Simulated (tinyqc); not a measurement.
## Polycrystalline film, grain-boundary barriers (Seto model): effect of the grain size

One-dimensional grains of size Lg with donors N; each boundary has Qt acceptor-like traps per area at one level Et below the band edge. Trapped electrons qt deplete a width w = qt/N (both sides together) and raise a barrier Vb = q N w^2/(8 eps0 eps_r). Current crosses the barriers by thermionic emission at small bias. Abrupt depletion, full ionisation, Boltzmann statistics.

Partly depleted grains: the density at the grain centre is n0 = N and qt = Qt/(1 + 2 (Nc/N) exp((Vb - Et)/Vt)). If that gives qt >= N Lg, the grains are fully depleted: qt = N Lg, w = Lg and n0 = 2 Nc exp((Vb - Et)/Vt)/(Qt/(N Lg) - 1). Resistivity: barriers rb = Vt exp(Vb/Vt)/(q n0 vc Lg), grain interior rg = (1 - w/Lg)/(q mg N); effective mobility 1/(q N (rb + rg)).

Parameters, values chosen for the exercise; values close to those of polycrystalline silicon: temperature T = 300 K; relative permittivity of the semiconductor eps_r = 11.7; trap density at a boundary Qt = 1.2e12 cm^-2; donor density N = 4.5e18 cm^-3; mobility inside a grain mg = 200 cm^2/(V s); collection velocity at the barrier vc = 7.5e6 cm/s; conduction-band density of states at T Nc = 2.8e19 cm^-3; trap level below the band edge Et = 0.41 eV.

Constants: q = 1.602176634e-19 C, kB = 1.380649e-23 J/K, Vt = kB T/q, eps0 = 8.8541878128e-14 F/cm where lengths are in cm. Results are converted to the units shown.

The same in every row: Vb (V) = 0.0061863; n0 (cm^-3) = 4.5000e18.

Effect of the grain size:
```
Lg (nm)      w/Lg  resistivity (ohm cm)
4         0.66667              0.017495
6.5       0.41026              0.013434
11        0.24242              0.010775
17        0.15686             0.0094198
28       0.095238             0.0084436
45       0.059259             0.0078737
74       0.036036             0.0075058
120      0.022222             0.0072870
```

What does the table show?

As Lg goes from 4 to 120 nm, the barrier stays at 0.00619 V and the resistivity falls from 0.0175 to 0.00729 ohm cm. The grains are fully depleted in 0 of the 8 rows. In every row the barrier is under 2 Vt, where the depletion and emission pictures are rough.

Program tinyqc, `OMP_NUM_THREADS=1 python tinyqc.py 2610149 2610150 out.jsonl`; Intel Xeon 2.30GHz, shared host, one thread, about 0.01 s.
